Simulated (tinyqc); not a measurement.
Minority carriers and saturation current of a heavily doped emitter: two steps of the calculation.

n-type, parabolic bands, full ionisation. eta = (EF - Ec)/kB T solves N = Nc F12(eta), F12(x) = (2/sqrt(pi)) int_0^infinity sqrt(u)/(1 + exp(u - x)) du. The gap shrinks rigidly by dEg = a3 y^(1/3) + a4 y^(1/4) + a2 y^(1/2), y = N/1e18 cm^-3, an empirical law that is here taken as the true narrowing.

Parameters, values chosen for the exercise; band and dielectric values close to those of germanium:
```
symbol,value,unit,meaning
T,350,K,temperature
Eg,0.671,eV,band gap
Nc,1.29e19,cm^-3,conduction-band density of states at 350 K
Nv,7.46e18,cm^-3,valence-band density of states at 350 K
N,4.6e19,cm^-3,ionised donor density
a3,12,meV,coefficient of (N/1e18)^(1/3)
a4,6.6,meV,coefficient of (N/1e18)^(1/4)
a2,4.3,meV,coefficient of (N/1e18)^(1/2)
mup,160,cm^2/(V s),minority-hole mobility
Cn,1.6e-31,cm^6/s,Auger coefficient
ts,0.38,us,defect lifetime
W,310,nm,emitter width
S,2.9e5,cm/s,recombination velocity at the contact
```

Constants: q = 1.602176634e-19 C, kB = 1.380649e-23 J/K, Vt = kB T/q. Results are converted to the units shown.

Task 1. Effective intrinsic density. ni = sqrt(Nc Nv) exp(-Eg/(2 Vt)), Eg in volts; degeneracy factor g = F12(eta) exp(-eta); nie^2 = ni^2 exp(dEg/kB T) g, p0 = nie^2/N; apparent narrowing dEg + kB T ln g.

converged eta = 2.4752729

Wanted: ni; dEg; g; apparent narrowing; nie; p0.

Result 1.

ni = 1.4477e14 cm^-3
dEg = 89.349 meV
g = 0.30003
apparent narrowing = 53.040 meV
nie = 3.4878e14 cm^-3
p0 = 2.6444e9 cm^-3

Narrowing multiplies p0 by 19.3 and degeneracy by 0.300.

Task 2. Saturation current. 1/tau = Cn N^2 + 1/ts, D = mup Vt, L = sqrt(D tau); J0 = (q p0 D/L)(s + tanh(W/L))/(1 + s tanh(W/L)), s = S L/D; the share recombining inside is 1 - 1/[cosh(W/L)(1 + tanh(W/L)/s)].

p0 = 2.6444443e9 cm^-3

Give: tau; L; s; J0; share recombining inside.

Result 2.

tau = 2.931 ns
L = 1189 nm
s = 7.147
J0 = 4.509e10 fA/cm^2
share recombining inside = 6.634 %

The emitter is transparent: most holes reach the contact.

Range of the model: Band tails, non-parabolic bands and incomplete ionisation are left out.

Numbers from tinyqc (`OMP_NUM_THREADS=1 python tinyqc.py 2330073 2330074 out.jsonl`; about 0.01 s on one thread of a shared Intel Xeon 2.30GHz).
